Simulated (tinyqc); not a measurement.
# Ideality from Voc and Vmp

Problem. An ideal cell J = Jsc - J0 (exp(V/(n Vt)) - 1) has exp((Voc - Vmp)/(n Vt)) = 1 + Vmp/(n Vt) at maximum power. Find n, J0 and FF.

Values chosen for this exercise:
- T = 298.15 K (temperature)

Constants: q = 1.602176634e-19 C, kB = 1.380649e-23 J/K, Vt = kB T/q. Results are converted to the units shown.

Jsc = 2355 mA/cm^2
Voc = 0.32663070 V
Vmp = 0.26057578 V

Solution. With a = n Vt, a ln(1 + Vmp/a) rises steadily with a, so Voc - Vmp fixes it; J0 follows from Voc.

n = 1.11
J0 = 2.50e-5 A/cm^2
FF = 0.719

tinyqc, about 0.01 s, one thread, Intel Xeon 2.30GHz (shared host): `OMP_NUM_THREADS=1 python tinyqc.py 2280012 2280013 out.jsonl`
